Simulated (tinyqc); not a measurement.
Solid solubility of a dopant against its melt (retrograde solidus), clustering and the electrically active fraction: one step, computed by the program tinyqc.

Task: Liquidus and solidus at T. x_l and x_s are atom fractions of the dopant in melt and solid; the solid is dilute. Liquidus of the host: R T ln(1 - x_l) + L x_l^2 = -H_f (1 - T/T_m). Distribution: k = x_s/x_l = exp[L (1 - x_l)^2/(R T)] exp(S/k_B - H/(k_B T)), the first factor being the activity coefficient in the melt. Solubility = x_s N0; at T_m x_l = 0.

Inputs (values chosen for the exercise, of the order of those of gallium in silicon for the solubility): melting point of the host T_m = 1687 K; heat of melting of the host H_f = 50.2 kJ/mol; interaction L of the melt = 2.8 kJ/mol; enthalpy of transfer from melt to solid H = 0.636 eV; entropy of transfer S = -0.52 k_B; site density N0 = 5e+22 1/cm^3; temperature T = 1170 K.

Constants: R = 8.314462618 J/(mol K); k_B = 8.617333262e-05 eV/K.

Give: x_l; distribution coefficient k; x_s; solubility; k at the melting point.

Result:

x_l = 0.8314

distribution coefficient k = 0.001092

x_s = 9.078e-04

solubility = 4.539e+19 1/cm^3

k at the melting point = 0.009138

k has changed by a factor 0.12 from its value at T_m, while x_l has grown from 0 to 0.831.
